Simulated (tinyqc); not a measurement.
Comparisons within one model: density of states of one tight-binding band on the simple cubic lattice. A value that a table varies takes the place of the one given here.

E(k) = -2 t (c1 + c2 + c3) - 4 t2 (c1 c2 + c2 c3 + c3 c1) with ci = cos(2 pi ki); k in fractions of the reciprocal vectors, mesh k_i = j/N with j = 0 .. N-1. Densities are per cell and per spin, so the band holds one state.

Each cube of the mesh, corners numbered 0 to 7 as the binary number (i j l), is cut into six tetrahedra around the diagonal 0-7: 0137, 0157, 0237, 0267, 0457, 0467. For corner energies e1 <= e2 <= e3 <= e4 and eij = ei - ej, the share of the tetrahedron below E is n = (E - e1)^3/(e21 e31 e41) for e1 < E < e2; n = [e21^2 + 3 e21 x + 3 x^2 - (e31 + e42) x^3/(e32 e42)]/(e31 e41) with x = E - e2 for e2 < E < e3; n = 1 - (e4 - E)^3/(e41 e42 e43) for e3 < E < e4; its density of states is g = dn/dE.

Gaussian broadening: g(E) = mean over the mesh of exp(-(E - E_k)^2/(2 sigma^2))/(sigma sqrt(2 pi)), n(E) = mean of erfc((E_k - E)/(sigma sqrt 2))/2.

Values chosen for the exercise: t = 0.67 eV (nearest hopping); t2 = 0.08 eV (second hopping); N2 = 10 (mesh points along each axis in this comparison); sigma = 0.134 eV (Gaussian width); E = 2.04 eV (energy at which the density is wanted).

## Three ways to the same curve

N = N2 here; the reference is the linear method with N = 36.

g(E) (1/eV):
```
E (eV)  reference  linear tetrahedra  Gaussian, sigma  Gaussian, sigma/4  reference n(E)
-4.248      0.025              0.023            0.037              0.133           0.011
-3.517      0.041              0.040            0.029              0.001           0.035
-2.787      0.060              0.060            0.034              0.000           0.072
-2.056      0.086              0.087            0.151              0.278           0.125
-1.325      0.134              0.131            0.154              0.355           0.203
-0.594      0.203              0.204            0.118              0.012           0.335
0.137       0.214              0.220            0.119              0.250           0.487
0.868       0.230              0.241            0.165              0.130           0.649
1.599       0.255              0.238            0.220              0.105           0.825
2.330       0.114              0.110            0.125              0.032           0.947
```

What can be read from the table?

Root-mean-square errors against the reference: 0.0069 for linear tetrahedra, 0.0520 for sigma and 0.1340 for sigma/4. The narrow Gaussian is worse than the wide one, because it resolves the separate mesh levels. The reference is highest at 1.599 eV of the energies listed, and half filling lies between 0.137 and 0.868 eV.

## Convergence with the mesh

At the energy E; the plain count is the share of mesh points below E; the reference is the linear method with N = 36.

Results:
```
N   points  g linear  n linear  g Gaussian  n Gaussian  n plain count
4       64    0.1109    0.9564      0.0186      0.8913         0.8906
6      216    0.1339    0.9311      0.1291      0.9018         0.9120
8      512    0.1437    0.9222      0.1681      0.9077         0.8887
12    1728    0.1437    0.9148      0.1393      0.9069         0.9010
16    4096    0.1468    0.9122      0.1540      0.9075         0.9094
20    8000    0.1474    0.9110      0.1506      0.9075         0.9109
```

reference n and g: 0.9094  0.1484

How do the results move?

The linear n(E) stays within 0.002 of the reference from N = 20 on. The Gaussian g still moves by more than 1 % between the last two meshes. At the last mesh it lies +0.002 1/eV from the reference g and the linear g -0.001. The plain count errs by +0.0014 at the last mesh.

## Critical points

The gradient vanishes at these points by symmetry; the signs of the eigenvalues of the second-derivative matrix give the type.

Critical points:
```
point                k   E (eV)  positive  negative     type
Gamma        (0, 0, 0)  -4.9800         3         0  minimum
X          (0.5, 0, 0)  -1.0200         2         1   saddle
M        (0.5, 0.5, 0)   1.6600         1         2   saddle
R      (0.5, 0.5, 0.5)   3.0600         0         3  maximum
```

What does this show?

Gamma is a minimum at -4.980 eV: its contribution to g starts as a square root. X is a saddle at -1.020 eV: g has a square-root kink there. M is a saddle at 1.660 eV: g has a square-root kink there. R is a maximum at 3.060 eV: its contribution to g ends as a square root.

## What moves the count of states

Linear method and Gaussian sum with N = 14. Each row changes one parameter from the base and keeps the others.

Results:
```
case              n linear  g linear (1/eV)  n Gaussian  g Gaussian (1/eV)
base                0.9132           0.1457      0.9070             0.1535
t = 0.737 eV        0.8821           0.1509      0.8771             0.1530
E = 2.107 eV        0.9227           0.1379      0.9172             0.1487
sigma = 0.268 eV    0.9132           0.1457      0.9034             0.1560
t2 = 0.114 eV       0.9306           0.1813      0.9236             0.1907
```

How do the results move?

The largest shifts from the base row, up to three for each result and ties (the steps differ in size, so this ranks the rows, not the parameters). n linear: t -0.0311, t2 +0.0174, E +0.0095; unchanged at the printed digits by sigma. g linear (1/eV): t2 +0.0356, E -0.0077, t +0.0052; unchanged at the printed digits by sigma. n Gaussian: t -0.0299, t2 +0.0165, E +0.0102. g Gaussian (1/eV): t2 +0.0372, E -0.0048, sigma +0.0024.

Computed by tinyqc, a small Python program: `OMP_NUM_THREADS=1 python tinyqc.py 1652594 1652595 out.jsonl` (the numbers bound the seed that draws the inputs); one thread of a shared host (Intel(R) Xeon(R) Processor @ 2.30GHz), about 0.2 s for the whole set of steps.
